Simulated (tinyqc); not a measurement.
Energy and delay of logic against supply voltage: one step of the calculation.

One expression serves below and above threshold: I(Vg) = Ik [ln(1 + exp((Vg - VT + dd V)/(al nf Vt)))]^al, with I_on = I(V) and I_off = I(0). Gate delay td = kd C V/I_on, clock period LD td. Per gate and cycle the switching energy is act C V^2 and the leakage energy I_off V LD td. No short-circuit current, no variation. Minima are sought above 0.09 V; below a few Vt gates no longer switch and the model has no meaning.

Question. Currents, delay and energies. I_on, I_off, td, clock frequency 1/(LD td), both energies and their sum.

Inputs (values chosen for the exercise); values of the order met in logic technologies:
- T = 300 K (temperature)
- VT = 0.32 V (threshold voltage at zero drain bias)
- nf = 1.19 (slope factor)
- dd = 0.1 (barrier lowering per volt of supply)
- Ik = 2 uA (specific current of a gate)
- al = 1.25 (exponent of the current law)
- C = 1.7 fF (load capacitance of a gate)
- kd = 0.8 (delay factor)
- LD = 16 (logic depth)
- act = 0.3 (activity factor)
- V = 1.06 V (supply voltage)

Constants: q = 1.602176634e-19 C, kB = 1.380649e-23 J/K, Vt = kB T/q. Results are converted to the units shown.

Wanted: I_on; I_off; td; clock frequency; switching energy; leakage energy; energy.

Answer.

I_on = 95.29 uA
I_off = 1.901 nA
td = 15.13 ps
clock frequency = 4.131 GHz
switching energy = 573.0 aJ
leakage energy = 0.4877 aJ
energy = 573.5 aJ

I_on/I_off = 50100; leakage makes up 0.0850 % of the energy.

Range of the model: At a supply of a few Vt gates lose their noise margin, and variation, left out here, decides whether they work.

Numbers from tinyqc (`OMP_NUM_THREADS=1 python tinyqc.py 2082007 2082008 out.jsonl`; about 0.01 s on one thread of a shared Intel Xeon 2.30GHz).
